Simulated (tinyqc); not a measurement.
Surface potential of a MOS transistor: implicit equation and explicit approximations: one step of the calculation.

p-type body, charge-sheet picture, depletion and inversion only, full ionisation (an idealisation for deep acceptors), Boltzmann statistics (rough once Na exp(x - xn) passes about Nc/7). In units of Vt: xg = (Vg - Vfb)/Vt, x = psi/Vt, G = gamma/sqrt(Vt), xn = (2 phiF + Vc)/Vt. The implicit equation is (xg - x)^2 = G^2 [x - 1 + exp(x - xn)] for x above about 3. Cox = eps0 eox/tox.

Question. Scales. ni = sqrt(Nc Nv) exp(-Eg/(2 Vt)), Eg in volts; phiF = Vt ln(Na/ni); gamma = sqrt(2 q eps0 eps_r Na)/Cox; VT = Vfb + Vt (xn + G sqrt(xn - 1)).

Parameters, values chosen for the exercise; band and dielectric values those of a made-up semiconductor:

| symbol | value | unit | meaning |
|---|---|---|---|
| T | 300 | K | temperature |
| Eg | 1.2 | eV | band gap |
| eps_r | 11.7 |  | relative permittivity |
| Nc | 3.45e19 | cm^-3 | conduction-band density of states at T |
| Nv | 3.03e19 | cm^-3 | valence-band density of states at T |
| eox | 3.9 |  | relative permittivity of the gate insulator (close to silicon dioxide) |
| tox | 1.9 | nm | insulator thickness |
| Na | 4.3e17 | cm^-3 | acceptor density |
| Vfb | -0.35 | V | flat-band voltage |
| Vc | 0 | V | channel-body voltage |
| Vg | 0.95 | V | gate-body voltage |

Constants: q = 1.602176634e-19 C, kB = 1.380649e-23 J/K, Vt = kB T/q, eps0 = 8.8541878128e-14 F/cm where lengths are in cm. Results are converted to the units shown.

Wanted: phiF; gamma; G; xn; VT; xg.

Answer.

phiF = 0.48832 V
gamma = 0.20788 V^0.5
G = 1.2929
xn = 37.778
VT = 0.82934 V
xg = 50.286

Range of the model: The electron quasi-Fermi level lies less than 2 Vt below the band edge at the surface, or above it, where degeneracy and confinement, left out, matter.

Numbers from tinyqc (`OMP_NUM_THREADS=1 python tinyqc.py 2122019 2122020 out.jsonl`; about 0.01 s on one thread of a shared Intel Xeon 2.30GHz).
